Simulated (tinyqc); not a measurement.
Inside a calculation. Model: electron continuity equation in a given potential, Scharfetter-Gummel discretisation.

tinyqc, about 0.01 s, one thread, Intel Xeon 2.30GHz (shared host): `OMP_NUM_THREADS=1 python tinyqc.py 2220141 2220142 out.jsonl` Printed values are rounded.

Steady state in one dimension: J = q mu n E + q D dn/dx with E = -dpsi/dx and D = mu Vt, dJ/dx = q (n/tau - G), fixed densities nL and nR at the ends. The potential is given, psi = 0 for x < L/2 and U (2 x/L - 1) beyond, and is not changed by the electrons.

Parameters, values chosen for the exercise; mobility close to that of silicon at room temperature:
- T = 293 K (temperature)
- mu = 1360 cm^2/(V s) (electron mobility)
- L = 0.11 um (length of the region)
- nL = 2.5e15 cm^-3 (density at x = 0)
- nR = 2.4e16 cm^-3 (density at x = L)
- tau = 3.9e-12 s (lifetime)
- G = 0 cm^-3 s^-1 (uniform generation rate)
- U = 0.47 V (potential difference psi(L) - psi(0))

Constants: q = 1.602176634e-19 C, kB = 1.380649e-23 J/K, Vt = kB T/q. Results are converted to the units shown.

Range of the model: The drift velocity mu E exceeds 1e7 cm/s somewhere, where real mobilities no longer stay constant.

## Potential on the mesh

10 equal intervals, h = L/10; psi = 0 for x < L/2 and U (2 x/L - 1) beyond.

psi, node 0 to 10 (V): 0.0000000  0.0000000  0.0000000  0.0000000  0.0000000  0.0000000  0.0940000  0.1880000  0.2820000  0.3760000  0.4700000

## Bernoulli factors

d_i = (psi_(i+1) - psi_i)/Vt; B(d) = d/(exp(d) - 1), B(0) = 1. The flux on interval i is J_i = (q D/h) [n_(i+1) B(d_i) - n_i B(-d_i)].

```
interval       d_i      B(d_i)   B(-d_i)
0         0.000000           1         1
1         0.000000           1         1
2         0.000000           1         1
3         0.000000           1         1
4         0.000000           1         1
5         3.722951  0.09218340  3.815135
6         3.722951  0.09218340  3.815135
7         3.722951  0.09218340  3.815135
8         3.722951  0.09218340  3.815135
9         3.722951  0.09218340  3.815135
```

The largest |d_i| is 3.72, above 2, where central differences lose the sign pattern that keeps densities positive.

## Tridiagonal system for the inner nodes

Row i (1 to 9): B(-d_(i-1)) n_(i-1) + b_i n_i + B(d_i) n_(i+1) = f_i with b_i = -B(-d_i) - B(d_(i-1)) - h^2/(D tau) and f_i = -G h^2/D; the known end values are moved to the right: f_1 loses B(-d_0) nL and f_9 loses B(d_9) nR. h = L/10, D = mu Vt.

```
node  diagonal b  right side f (cm^-3)
1      -2.009035               -2.5e15
2      -2.009035                     0
3      -2.009035                     0
4      -2.009035                     0
5      -4.824170                     0
6      -3.916353                     0
7      -3.916353                     0
8      -3.916353                     0
9      -3.916353          -2.212401e15
```

## Densities and current

B(d) = d/(exp(d) - 1) with d_i = (psi_(i+1) - psi_i)/Vt; b and f are the diagonal and right side of the balance equations. Solve B(-d_(i-1)) n_(i-1) + b_i n_i + B(d_i) n_(i+1) = f_i (end values already in f), then J_i = (q D/h) [n_(i+1) B(d_i) - n_i B(-d_i)], h = L/10, D = mu Vt.

n, node 0 to 10 (cm^-3): 2.5e15  1.997029e15  1.512103e15  1.040838e15  5.789775e14  1.223484e14  1.220601e14  1.220910e14  1.353357e14  6.967516e14  2.4e16
J, interval 0 to 9 (A/cm^2): -2515.589  -2425.344  -2357.013  -2309.978  -2283.814  -2278.285  -2272.769  -2267.252  -2261.136  -2229.650

Against a mesh 200 times finer the densities are off by at most 0.087 % of their local values.
